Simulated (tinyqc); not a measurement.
Worked calculation: charge neutrality of a doped semiconductor with incomplete ionisation. Computed by tinyqc, a small Python program that keeps every step. Command: `OMP_NUM_THREADS=1 python tinyqc.py 3021576 3021577 out.jsonl dopant walk`. One thread of a shared host (Intel(R) Xeon(R) Processor @ 2.30GHz), about 0.04 s of CPU time with the checks. Intermediate numbers are printed to about 6 digits and carried at full precision; extremes and crossings named in words are read from the listed rows.

Energies are counted from the top of the valence band; E_D is measured down from the conduction band and E_A up from the valence band.

Inputs (values chosen for the exercise, modelled on GaAs):

| quantity | value | unit |
|---|---|---|
| gap at 0 K E_g0 | 1.49 | eV |
| Varshni alpha | 0.000548 | eV/K |
| Varshni beta | 201 | K |
| electron mass m_e | 0.0685 | m_0 |
| valleys M_c | 1 | - |
| hole mass m_h | 0.548 | m_0 |
| donor density N_D | 8.5e+14 | cm^-3 |
| acceptor density N_A | 0 | cm^-3 |
| donor depth E_D | 0.00579 | eV |
| donor degeneracy g_D | 2 | - |
| temperature T | 250 | K |
| iteration cap | 60 | - |

Doping: n-type. Statistics of the bands: Fermi-Dirac. Solver: Newton steps on the logarithm. Start of Newton steps: intrinsic level E_i.

ratios u of density to N: 0.0065  0.025  0.093  0.35  1.3  5.1  19

Constants: m_0 = 9.1093837015e-31 kg; k_B = 1.380649e-23 J/K; h = 6.62607015e-34 J s; k_B = 8.617333262e-05 eV/K.

## Gap and effective densities of states

E_g = E_g0 - alpha T^2/(T + beta). N_c = 2 M_c (2 pi m_e k_B T/h^2)^(3/2) and N_v = 2 (2 pi m_h k_B T/h^2)^(3/2), masses in units of m_0. n_i = sqrt(N_c N_v) exp(-E_g/(2 k_B T)); E_i = E_g/2 + (k_B T/2) ln(N_v/N_c).

gap E_g = 1.41406 eV

N_c = 3.42244e+17 cm^-3

N_v = 7.74410e+18 cm^-3

k_B T = 0.0215433 eV

intrinsic density n_i = 9090.33 cm^-3

intrinsic level E_i = 0.740627 eV

## Charges at trial Fermi levels

n = N_c F_1/2((E_F - E_g)/k_B T), p = N_v F_1/2(-E_F/k_B T). F_1/2(eta) = (2/sqrt(pi)) int_0^infinity sqrt(x)/(1 + exp(x - eta)) dx, by the trapezoid rule in t = sqrt(x) with step 0.02 up to t = 12 (for eta < -12 by exp(eta) - exp(2 eta)/2^(3/2)). N_D+ = N_D/(1 + g_D exp((E_F - E_g + E_D)/k_B T)). Neutrality: p + N_D+ = n + N_A-; the log ratio is ln[(p + N_D+)/(n + N_A-)]. The last column is ln[(p + N_D+)/(n + N_A-)], which vanishes at neutrality; trial levels are the majority level plus multiples of k_B T, rounded to 0.1 meV.

Densities (cm^-3):

| E_F (eV) | n | p | N_D+ | N_A- | log ratio |
|---|---|---|---|---|---|
| 1.2790 | 6.47743e+14 | 1.27487e-07 | 8.45808e+14 | 0 | 0.2668 |
| 1.3436 | 1.28298e+16 | 6.35605e-09 | 7.73149e+14 | 0 | -2.8091 |
| 1.3867 | 8.78157e+16 | 8.59665e-10 | 4.89934e+14 | 0 | -5.1887 |
| 1.4298 | 4.50115e+17 | 1.16271e-10 | 1.32115e+14 | 0 | -8.1336 |
| 1.4729 | 1.36992e+18 | 1.57258e-11 | 2.06434e+13 | 0 | -11.1029 |

The log ratio changes sign between 1.2790 and 1.3436 eV.

## Solving for the Fermi level

Newton steps from the start named, with the slope from a central difference of 1e-6 eV; the function is the log ratio y = ln[(p + N_D+)/(n + N_A-)]; the bracket -0.3 to E_g + 0.3 eV is narrowed by the sign of y at each step, and a step that would leave it is replaced by its midpoint; stop when |log ratio| < 1e-9.

Course of the iteration:

| step | E_F (eV) | log ratio |
|---|---|---|
| 1 | 0.74063 | 2.52613e+01 |
| 2 | 1.28484 | -5.60050e-03 |
| 3 | 1.28472 | -8.57690e-08 |
| 4 | 1.28472 | -4.34097e-14 |

Fermi level E_F (last iterate) = 1.28472 eV

converged (1 yes, 0 no) = 1

steps = 4

Converged in 4 steps.

## Densities at the solution

The formulas are those given above.

majority density n = 8.44542e+14 cm^-3

minority density p = 9.77596e-08 cm^-3

ionised share of the donors = 0.993579

distance of E_F from the majority band edge = 0.129338 eV

n is 99.4 % of the net doping; n p / n_i^2 = 0.9991.

## The closed form for the extrinsic range

With Boltzmann statistics, no holes and every acceptor ionised, n (n + N_A) = n1 (N_D - N_A - n) with n1 = (N_c/g_D) exp(-E_D/k_B T). Take the positive root.

n1 = 1.30793e+17 cm^-3

n from the quadratic = 8.44547e+14 cm^-3

Against the full solution, 8.4454e14 cm^-3, the quadratic is off by 5.6e-4 %.

## Carrier density against temperature

Neutrality is solved by bisection at each T. The last column is -k_B d ln(n T^-3/4)/d(1/T) from this row and the one above; it turns negative as ionisation nears completion, when the density grows more slowly than that power of T.

Against temperature:

| T (K) | n (cm^-3) | E_F from the band edge (eV) | ionised share | activation energy (eV) |
|---|---|---|---|---|
| 4.2 | 1.88986e+11 | 0.002997 | 2.22336e-04 | - |
| 6.1 | 3.01389e+12 | 0.003190 | 3.54575e-03 | 0.0028926 |
| 9.6 | 3.09615e+13 | 0.003654 | 3.64253e-02 | 0.0028683 |
| 15.0 | 1.41454e+14 | 0.004603 | 1.66416e-01 | 0.0027220 |
| 22.0 | 3.29128e+14 | 0.006234 | 3.87209e-01 | 0.0022637 |
| 34.0 | 5.71841e+14 | 0.009932 | 6.72754e-01 | 0.0012136 |
| 300.0 | 8.46017e+14 | 0.162236 | 9.95314e-01 | -0.0041020 |
| 600.0 | 8.50271e+14 | 0.377992 | 9.98507e-01 | -0.0266195 |

Between the two coldest rows the activation energy is 0.00289 eV, 0.50 of the dopant depth: without compensation E_F sits halfway between level and band, so half the depth shows. The density is within 10 % of the net doping from 300 K to 600 K.

## Reduced Fermi level from a carrier density

For u = density/N of the majority band, eta solves F_1/2(eta) = u (bisection). Boltzmann: ln u. Joyce-Dixon: ln u + u/sqrt(8) - 4.95009e-3 u^2 + 1.48386e-4 u^3 - 4.42563e-6 u^4. Degenerate limit: (3 sqrt(pi) u/4)^(2/3). The last column is (eta - ln u) k_B T.

Eta by four rules:

| u | density (cm^-3) | exact | Boltzmann | Joyce-Dixon | degenerate | Boltzmann error (meV) |
|---|---|---|---|---|---|---|
| 0.0065 | 2.22459e+15 | -5.03366 | -5.03595 | -5.03366 | 0.04211 | 4.95042e-02 |
| 0.025 | 8.55610e+15 | -3.68004 | -3.68888 | -3.68004 | 0.10337 | 1.90351e-01 |
| 0.093 | 3.18287e+16 | -2.34232 | -2.37516 | -2.34232 | 0.24817 | 7.07435e-01 |
| 0.35 | 1.19785e+17 | -0.92668 | -1.04982 | -0.92668 | 0.60044 | 2.65292e+00 |
| 1.3 | 4.44917e+17 | 0.71393 | 0.26236 | 0.71393 | 1.44008 | 9.72827e+00 |
| 5.1 | 1.74545e+18 | 3.32063 | 1.62924 | 3.32030 | 3.58210 | 3.64382e+01 |
| 19 | 6.50264e+18 | 8.51076 | 2.94444 | 8.31600 | 8.60848 | 1.19917e+02 |

Boltzmann statistics place E_F within 1 meV of the exact value up to u = 0.0930 of those listed and miss by 120 meV at u = 19. Joyce-Dixon stays within 0.01 in eta up to u = 5.10; the degenerate limit is still 1.1 % high at the last u. Past u of about 10 the Joyce-Dixon series fails. A parabolic band is assumed throughout.

Checks made by the program: neutrality at the solution (relative difference 8e-10).
